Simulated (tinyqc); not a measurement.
Valley-orbit splitting of a donor ground state, with strain: one step, computed by the program tinyqc.

The basis is the 1s envelope in each valley; energies are counted from the unstrained conduction-band edge. The strain is e_s (a a^T - 1/3) for the unit stress axis a, so valley j along n_j moves by Xi_u e_s w_j with w_j = (n_j.a)^2 - 1/3: -1/3 for x and y, +2/3 for z.

Task: Levels and ground state under strain. Diagonalise H; the ground vector has positive components. The density at the nucleus, and so the contact hyperfine coupling, scales as (sum_j c_j)^2/(number of valleys), which is 1 without strain; the envelopes are held fixed.

Valleys: six along <100>. Stress axis: [001].

H (meV):
```
         +x       -x       +y       -y       +z       -z
+x  -34.009   -2.360   -3.060   -3.060   -3.060   -3.060
-x   -2.360  -34.009   -3.060   -3.060   -3.060   -3.060
+y   -3.060   -3.060  -34.009   -2.360   -3.060   -3.060
-y   -3.060   -3.060   -2.360  -34.009   -3.060   -3.060
+z   -3.060   -3.060   -3.060   -3.060  -49.912   -2.360
-z   -3.060   -3.060   -3.060   -3.060   -2.360  -49.912
```

Give: levels; valley amplitudes of the ground state; hyperfine ratio A/A_0.

Result:

levels (meV): -57.32  -47.55  -37.44  -31.65  -31.65  -30.25

valley amplitudes of the ground state: +x 0.2520, -x 0.2520, +y 0.2520, -y 0.2520, +z 0.6107, -z 0.6107

hyperfine ratio A/A_0 = 0.8284
